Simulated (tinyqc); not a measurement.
What each parameter does: Shockley state of an s-p chain by decimation.

Each site has s at -d/2 and p at +d/2: H0 = diag(-d/2, d/2). The block to the next site on the right is H1 = [[-ts, u], [-u, tp]] (rows s, p of site n; columns s, p of site n + 1). Bulk: H(k) = [[-d/2 - 2 ts cos k, 2i u sin k], [-2i u sin k, d/2 + 2 tp cos k]]. The bands are inverted at k = pi if d < 2 (ts + tp).

Decimation (Sancho-Rubio) at z = E + i eta: start with es = e = H0, A = H1, B = H1^T. Each round forms g = (z - e)^-1 and sets es += A g B, e += A g B + B g A, A = A g A, B = B g B, doubling the length covered. Stop when all |A| < 1e-10. Surface G = (z - es)^-1, bulk G = (z - e)^-1; densities -Im tr G/pi.

Parameters, chosen for this exercise: d = 6.58 eV (Ep - Es); ts = 1.09 eV (s-s hopping); tp = 1.29 eV (p-p hopping); u = 0.75 eV (s-p hopping); E = -0.17 eV (energy); eta = 0.02 eV (broadening).

Gap edges from 201 k points between 0 and pi, and the surface density at E by decimation.

One parameter was then changed.

Results before and after:
```
case     top of lower band (eV)  bottom of upper band (eV)  surface density (1/eV)
base                    -1.1100                     0.7100                  0.0019
changed                 -0.8920                     0.7100                  0.0021
```

Which of these changes was made? (a) u = 0.825 eV; (b) tp = 1.419 eV; (c) d = 7.238 eV; (d) eta = 0.04 eV; (e) ts = 1.199 eV.

Answer: (e) ts = 1.199 eV. Of the candidates, run in turn, only this one gives the changed row.

All candidates:
```
case           top of lower band (eV)  bottom of upper band (eV)  surface density (1/eV)
base                          -1.1100                     0.7100                  0.0019
d = 7.238 eV                  -1.4390                     1.0390                  0.0014
ts = 1.199 eV                 -0.8920                     0.7100                  0.0021
tp = 1.419 eV                 -1.1100                     0.4520                  0.0022
u = 0.825 eV                  -1.1100                     0.7100                  0.0019
eta = 0.04 eV                 -1.1100                     0.7100                  0.0039
```

The base chain is not inverted, so no surface state lies in the gap; E lies in the gap.

tinyqc: `OMP_NUM_THREADS=1 python tinyqc.py 1480164 1480165 out.jsonl`; about 0.2 s, one thread, shared Intel(R) Xeon(R) Processor @ 2.30GHz.
